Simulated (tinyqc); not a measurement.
## Stacked nanosheet transistor, parasitic resistance, capacitance and delay: what each parasitic element costs

Ns sheets share one contact on top; each has perimeter p = 2 (Ws + ts) and cross-section A = Ws ts; contact width Wc = Ws + 10 nm, stack height Hs = Ns pv. Sheet 1 is the top one. Contact length Lc = CPP - Lg - 2 Lsp, shared by two neighbouring gates. Source and drain sides are equal. The formulas are first-order estimates, not field solutions.

Epitaxy sheet resistance Rsh = re/te, transfer length LT = sqrt(rc/Rsh), contact Rc = [sqrt(rc Rsh)/Wc] coth(Lc/(2 LT)); extension of one sheet Rx = rx Lsp/A. With N sheets: gate Cg = Cinv p N Lg; per side, plate Cp = ks eps0 [Wc (Hs + Hc) - N A]/Lsp, top fringe Cf = (2/pi) ks eps0 Wc ln(1 + Lg/(2 Lsp)), overlap Co = Cinv p N Lov. One sheet: I = p Q vx u/(1 + |u|^1.8)^(1/1.8), Q = Cinv n Vt ln(1 + exp((Vg' - VT + dl Vd')/(n Vt))), u = Vd' mu/(vx Lg), Vg' = Vgs - v, Vd' = Vds - 2 v, with the drop on each side v_j = Rc sum I + rv (sum over levels k = 2..j of the current of sheets k..Ns) + Rx I_j. Ieff = [I(Vgs = Vdd, Vds = Vdd/2) + I(Vdd/2, Vdd)]/2, total currents. With Cs = Cp + Cf + Co, the load of an inverter of two such devices driving an equal one is CL = 2 (Cg + 2 Cs) + 4 Cs + Cw (own drains counted twice for the Miller effect); delay CL Vdd/(2 Ieff). Each row removes one element and keeps the rest.

Parameters, values chosen for the exercise; values close to those of silicon logic devices:
```
symbol    value        unit                                   meaning
T           300           K                               temperature
Ns            2                                      number of sheets
Ws           20          nm                               sheet width
ts            5          nm                           sheet thickness
pv           16          nm              vertical pitch of the sheets
rv          156         ohm  vertical resistance between sheet levels
CPP          60          nm                      contacted gate pitch
Lg           12          nm                               gate length
Lsp           8          nm                             spacer length
ks          3.3                   relative permittivity of the spacer
Hc           20          nm       gate height above the channel stack
rc       1.3e-9    ohm cm^2                       contact resistivity
re      0.00031      ohm cm   resistivity of the source-drain epitaxy
te           30          nm     current-carrying depth of the epitaxy
rx       0.0019      ohm cm              resistivity of the extension
Lov           2          nm                              gate overlap
Cinv        2.5     uF/cm^2                     inversion capacitance
vx          9e6        cm/s                        injection velocity
mu          280  cm^2/(V s)                         apparent mobility
VT         0.27           V           threshold at zero drain voltage
dl         0.05         V/V                          barrier lowering
n          1.15                                   subthreshold factor
Cw         0.34          fF                                 wire load
Vdd         0.7           V                            supply voltage
```

Constants: q = 1.602176634e-19 C, kB = 1.380649e-23 J/K, eps0 = 8.8541878128e-12 F/m, Vt = kB T/q. Results are converted to the units shown.

One element removed at a time:
```
	Ieff (uA)	CL (aF)	delay (ps)
as given	48.93	482.2	3.449
no contact resistance	52.08	482.2	3.241
no extension resistance	57.96	482.2	2.912
no vertical resistance	49.34	482.2	3.421
air spacer (ks = 1)	48.93	452.8	3.239
no overlap	48.93	442.2	3.163
no wire	48.93	142.2	1.017
```

What does the table show?

Gains in delay, largest first: no wire 71 %, no extension resistance 16 %, no overlap 8.3 %, air spacer (ks = 1) 6.1 %, no contact resistance 6.0 %, no vertical resistance 0.82 %.

Computed by the program tinyqc: `OMP_NUM_THREADS=1 python tinyqc.py 2170099 2170100 out.jsonl`, one thread of a shared Intel Xeon 2.30GHz, about 0.04 s for the whole run.
